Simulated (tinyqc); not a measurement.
Harmonic transition-state theory with quantum, tunnelling and friction corrections: one step, computed by the program tinyqc. Command: `OMP_NUM_THREADS=1 python tinyqc.py 3003053 3003054 out.jsonl rates walk`. One thread of a shared host (Intel(R) Xeon(R) Processor @ 2.30GHz), about 0.06 s of CPU time with the checks.

One atom hops between equivalent sites; three modes at the minimum and two real modes at the saddle are treated as harmonic, the rest of the crystal as unchanged; melting is ignored, so hot rows may lie above the melting point.

Problem. Classical rate and diffusivity. Vineyard: nu* = product of minimum frequencies / product of real saddle frequencies; k_cl = nu* exp(-E_b/(k_B T)). Activation entropy S = k_B ln(nu* h/(k_B T)); for uncorrelated jumps D = z k d^2/6 and D0 = z nu* d^2/6; 1 angstrom^2 = 1e-16 cm^2.

Inputs (values chosen for the exercise, modelled on interstitial carbon in iron):
```
quantity                     value      unit
barrier E_b                  0.841        eV
temperature T                  661         K
jump length d                 1.43  angstrom
number of jump directions z      4         -
```

Lattice of sites: three-dimensional.

frequencies at the minimum (THz): 12.3  16.4  18.8

real frequencies at the saddle (THz): 19.7  21.9

Constants: k_B = 8.617333262e-05 eV/K; h x 1 THz = 4.135667696 meV.

Give: prefactor nu*; classical rate k_cl; activation entropy in the Eyring form; classical diffusivity D; prefactor D0.

Solution.

prefactor nu* = 8.7902 THz

classical rate k_cl = 3.4026e+06 1/s

activation entropy in the Eyring form = -0.44908 k_B

classical diffusivity D = 4.6387e-10 cm^2/s

prefactor D0 = 0.0011983 cm^2/s
